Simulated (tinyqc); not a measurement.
The network against temperature: hopping conduction between localised states. Computed by tinyqc, a small Python program. Command: `OMP_NUM_THREADS=1 python tinyqc.py 3019178 3019179 out.jsonl hop walk`. One thread of a shared host (Intel(R) Xeon(R) Processor @ 2.30GHz), about 0.01 s of CPU time with the checks.

Energies are counted from the Fermi level. A small network shows the mechanism; the laws of an infinite system follow.

Inputs (values chosen for the exercise, for a model defective oxide): localisation length xi = 2.2 nm; temperature T = 390 K.

Dimension: 3D.

sites of the small network (nm, nm, meV):
```
,x,y,energy
1,0,1.13,3.62
2,3.02,3.32,36.69
3,5.17,1.13,25.25
4,7.39,1.38,-66.54
5,11.65,3.78,9.41
6,14.07,4.3,-91.51
7,15.37,0.8,74.53
8,19,2.52,1.08
```

Constants: k_B = 8.617333262e-05 eV/K.

Method:
- Miller-Abrahams exponent s_ij = 2 r_ij/xi + (|E_i| + |E_j| + |E_i - E_j|)/(2 k_B T); G_ij = G_0 exp(-s_ij).
- Site 1 is held at potential 1 and site 8 at 0; Kirchhoff's law sum_j G_ij (u_i - u_j) = 0 fixes the others; G = sum_j G_1j (1 - u_j).
- Critical exponent s_c: the smallest value such that bonds with s_ij <= s_c connect site 1 with site 8.
- The last column is the length of the critical bond.

Network:
```
T (K),-ln(G/G_0),s_c,critical hop (nm)
120,9.0444,8.8063,7.0009
180,8.2413,7.9923,7.0009
270,7.5023,7.4497,7.0009
390,6.8604,6.7049,4.8895
580,6.2792,5.9646,4.8895
```

-ln(G/G_0) follows s_c within 0.4. The critical hop is 7.00 nm long at the lowest T and 4.89 nm at the highest: on cooling the carrier goes farther to find a site of nearer energy, which is variable-range hopping.

Extremes, crossings and ranges named in words are read from the listed rows.
